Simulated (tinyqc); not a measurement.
Closing of the gap with temperature: Peierls distortion of a half-filled chain.

Atoms move by +/- u, so bonds change by -/+ 2u and hoppings are t +/- 2 al u. Bands E = -/+ sqrt((2 t cos x)^2 + D^2 sin^2 x) with D = 4 al u, x = k a in (0, pi/2); the gap is 2D. Energy per atom at zero temperature: E(u) = -mean_x sqrt(...) + 2 K u^2; exactly, the mean is (4t/pi) E(1 - z^2), z = D/2t, E the complete elliptic integral of the second kind with parameter m. Coupling lambda = 2 al^2/(pi t K).

Constants: kB = 8.617333262e-05 eV/K.

Parameters, chosen for this exercise: t = 2.98 eV (hopping of the even chain); al = 4.4 eV/angstrom (change of hopping with bond length); K = 16.3 eV/angstrom^2 (spring constant of a bond).

The gap equation gains the factor tanh(|E|/2kT); 4000 points; Tp is where its root reaches zero.

Results:
```
T/Tp  T (K)  u (angstrom)   u/u0
0.20   1627        0.0736  1.000
0.40   3255        0.0727  0.987
0.60   4882        0.0672  0.913
0.70   5696        0.0616  0.837
0.90   7323        0.0394  0.535
0.95   7730        0.0285  0.387
0.99   8056        0.0130  0.176
```

Give the missing row, T/Tp = 0.80.

Computed row:
```
T/Tp  T (K)  u (angstrom)   u/u0
0.80   6509        0.0530  0.720
```

Tp = 8137 K

D(0)/(kB Tp) = 1.848, against 1.764 at weak coupling. u/u0 is 0.913 at 0.6 Tp and 0.535 at 0.9 Tp, and near Tp it goes as sqrt(1 - T/Tp): 2.20 between the last two rows against sqrt(5) = 2.24. In a single chain fluctuations forbid this transition; coupling between chains sets the real one, far lower.

tinyqc: `OMP_NUM_THREADS=1 python tinyqc.py 1682702 1682703 out.jsonl`; about 0.07 s, one thread, shared Intel(R) Xeon(R) Processor @ 2.30GHz.
